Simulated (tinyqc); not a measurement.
Inside a calculation. Method: LDA (VWN5) atom on a uniform radial grid, spin-unpolarised, for Be. Computed by tinyqc, a small Python program that keeps every step. Settings: Z = 4, points = 256, R = 12.9, functional = lda,vwn, mixing = 0.2, iteration cap = 90. Command: `OMP_NUM_THREADS=1 python tinyqc.py 20960 20961 out.jsonl` (the two numbers bound the seeds that draw the settings). One thread of a shared host (Intel(R) Xeon(R) Processor @ 2.60GHz), about 2 s of CPU time with the checks. Later iterations appear only in the table of the cycle.

## Iteration 1

Spherical atom on a uniform radial grid r_j = j h with h = R/(N + 1), h sum u^2 = 1 and integrals as h times sums, u(0) = u(R) = 0 (atomic units):
```
parameter            value
Z                        4
points N               256
R                12.900000
h                 0.050195
mixing            0.200000
electrons in 1s          2
electrons in 2s          2
```

Three-point differences turn -u''/2 + [l(l+1)/2r^2 - Z/r + V] u = e u into a tridiagonal matrix (diagonal 1/h^2 + potential, off-diagonal -1/2h^2). D = sum f u^2; the Hartree potential y/r solves y'' = -D/r with y(0) = 0, y(R) = N_e; v_xc comes from rho = D/(4 pi r^2); E = sum f e - int D V + int D (V_H/2 + eps_xc); V(new) = V + mixing (V_H + v_xc - V).

eigenvalues (hartree): 1s -7.9210, 2s -1.9950

Every 16th grid point:
```
r          V in     u(1s)      u(2s)         D     V_H       v_xc
0.8031   0.0000    0.5232    -0.5481    1.1483  3.9451    -0.5769
1.6062   0.0000    0.0430    -0.8098    1.3152  2.3901    -0.3922
2.4093   0.0000    0.0027    -0.4222    0.3565  1.6524    -0.2063
3.2125   0.0000  1.46e-04    -0.1609    0.0518  1.2446    -0.0975
4.0156   0.0000  7.48e-06    -0.0525    0.0055  0.9961    -0.0436
4.8187   0.0000  3.69e-07    -0.0156  4.84e-04  0.8301    -0.0186
5.6218   0.0000  1.77e-08    -0.0043  3.75e-05  0.7115    -0.0076
6.4249   0.0000  8.32e-10    -0.0012  2.66e-06  0.6226    -0.0030
7.2280   0.0000  3.85e-11  -2.96e-04  1.75e-07  0.5534    -0.0012
8.0311   0.0000         0  -7.41e-05  1.10e-08  0.4981  -4.36e-04
8.8342   0.0000         0  -1.82e-05  6.59e-10  0.4528  -1.62e-04
9.6374   0.0000         0  -4.37e-06  3.82e-11  0.4151  -5.94e-05
10.4405  0.0000         0  -1.04e-06         0  0.3831  -1.02e-05
11.2436  0.0000         0  -2.42e-07         0  0.3558     0.0000
12.0467  0.0000         0  -5.37e-08         0  0.3320     0.0000
12.8498  0.0000         0  -2.17e-09         0  0.3113     0.0000
```

total energy = -13.408597 hartree

## Iteration 2

As before.

eigenvalues (hartree): 1s -6.9046, 2s -1.5311

Every 16th grid point:
```
r          V in     u(1s)      u(2s)         D     V_H       v_xc
0.8031   0.6736    0.5488    -0.4656    1.0360  3.8464    -0.5588
1.6062   0.3996    0.0520    -0.8089    1.3142  2.3554    -0.3921
2.4093   0.2892    0.0038    -0.4884    0.4772  1.6463    -0.2252
3.2125   0.2294  2.46e-04    -0.2173    0.0944  1.2439    -0.1166
4.0156   0.1905  1.52e-05    -0.0832    0.0138  0.9960    -0.0575
4.8187   0.1623  9.02e-07    -0.0291    0.0017  0.8301    -0.0274
5.6218   0.1408  5.23e-08    -0.0096  1.85e-04  0.7115    -0.0126
6.4249   0.1239  2.98e-09    -0.0030  1.86e-05  0.6226    -0.0056
7.2280   0.1104  1.67e-10    -0.0009  1.75e-06  0.5534    -0.0024
8.0311   0.0995         0  -2.80e-04  1.57e-07  0.4981    -0.0010
8.8342   0.0905         0  -8.21e-05  1.35e-08  0.4528  -4.38e-04
9.6374   0.0830         0  -2.37e-05  1.13e-09  0.4151  -1.82e-04
10.4405  0.0766         0  -6.76e-06  9.14e-11  0.3831  -7.53e-05
11.2436  0.0712         0  -1.90e-06         0  0.3558  -3.08e-05
12.0467  0.0664         0  -4.97e-07         0  0.3320     0.0000
12.8498  0.0623         0  -2.19e-08         0  0.3113     0.0000
```

total energy = -13.724802 hartree

## Convergence

Stop when input and output potentials agree to 1e-7.

Course of the cycle (hartree):
```
iteration           E    e(1s)    e(2s)  largest |V(out) - V(in)|
1          -13.408597  -7.9210  -1.9950                  6.66e+00
2          -13.724802  -6.9046  -1.5311                  5.04e+00
3          -13.933940  -6.1317  -1.1893                  3.81e+00
4          -14.069878  -5.5457  -0.9371                  2.86e+00
5          -14.156750  -5.1026  -0.7505                  2.13e+00
6          -14.211345  -4.7689  -0.6122                  1.59e+00
7          -14.245092  -4.5183  -0.5095                  1.18e+00
8          -14.265611  -4.3309  -0.4330                  8.75e-01
9          -14.277891  -4.1911  -0.3760                  6.45e-01
10         -14.285129  -4.0873  -0.3334                  4.73e-01
11         -14.289337  -4.0103  -0.3015                  3.46e-01
...               ...      ...      ...                       ...
61         -14.294863  -3.7973  -0.2050                  8.69e-07
62         -14.294863  -3.7973  -0.2050                  6.99e-07
63         -14.294863  -3.7973  -0.2050                  5.62e-07
64         -14.294863  -3.7973  -0.2050                  4.52e-07
65         -14.294863  -3.7973  -0.2050                  3.63e-07
66         -14.294863  -3.7973  -0.2050                  2.91e-07
67         -14.294863  -3.7973  -0.2050                  2.34e-07
68         -14.294863  -3.7973  -0.2050                  1.88e-07
69         -14.294863  -3.7973  -0.2050                  1.51e-07
70         -14.294863  -3.7973  -0.2050                  1.21e-07
71         -14.294863  -3.7973  -0.2050                  9.68e-08
```

Converged in 71 iterations. A uniform grid resolves the cusp poorly: for a bare nucleus this grid gives 1s at -7.92096 against -Z^2/2 = -8 hartree. Before convergence this energy mixes input and output and is not variational, so it may rise towards its limit.
